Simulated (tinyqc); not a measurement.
A log to judge: geometry relaxation of a small cluster. Computed by tinyqc. Command: `OMP_NUM_THREADS=1 python tinyqc.py 3010221 3010222 out.jsonl relax walk`. One thread of a shared host (Intel(R) Xeon(R) Processor @ 2.30GHz), about 0.02 s of CPU time with the checks.

E = sum_(i<j) phi(r_ij), phi(r) = eps [exp(-2 alpha (r - r0)) - 2 exp(-alpha (r - r0))]; the force on i is -sum_j phi'(r_ij) (R_i - R_j)/r_ij.

Inputs (values chosen for the exercise, for model atoms): length r0 = 2.82 angstrom; well depth eps = 0.24 eV; stiffness alpha = 1.68 1/angstrom; step factor eta = 0.011 angstrom^2/eV; largest number of steps = 80.

Potential: Morse. Method: steepest descent.

starting positions (angstrom), rows atom 1, atom 2, atom 3, atom 4, columns x, y, z:
$$\begin{pmatrix}
0 & -0.14 & 0.09 \\
2.83 & 0 & -0.04 \\
1.2 & 2.22 & -0.15 \\
1.59 & 0.75 & 2.33
\end{pmatrix}$$

Method. Steepest descent: R(new) = R + eta F. No atom moves more than 0.3 angstrom a step (the whole step is scaled). Stop when the largest force component is below 1e-5 eV/angstrom.

Course of the relaxation:
```
step    E (eV)  largest force (eV/angstrom)  force calls
0     -1.40473                     0.325668            1
1     -1.40728                     0.303434            2
2     -1.40954                     0.283321            3
3     -1.41155                     0.265060            4
4     -1.41335                     0.248427            5
5     -1.41497                     0.233232            6
6     -1.41643                     0.219310            7
7     -1.41776                     0.206524            8
8     -1.41897                     0.194754            9
...        ...                          ...          ...
72    -1.43813                     0.029988           73
73    -1.43819                     0.029516           74
74    -1.43825                     0.029052           75
75    -1.43831                     0.028593           76
76    -1.43836                     0.028141           77
77    -1.43841                     0.027695           78
78    -1.43846                     0.027256           79
79    -1.43851                     0.026822           80
80    -1.43856                     0.026395           81
```

Can the last value be used, and what does the course show?

No. Not converged within 80 steps: the residual falls at every step, but slowly, by a factor of about 0.984 a step. Steepest descent is stable only for eta below 2/lambda_max = 0.369 at the minimum. A quasi-Newton run from the same start ends at -1.4400 eV. Reruns converge with step factor eta = 0.16, largest number of steps = 500; or with method = BFGS; or with method = conjugate gradient. Reruns still fail with step factor eta = 0.0018, largest number of steps = 500.
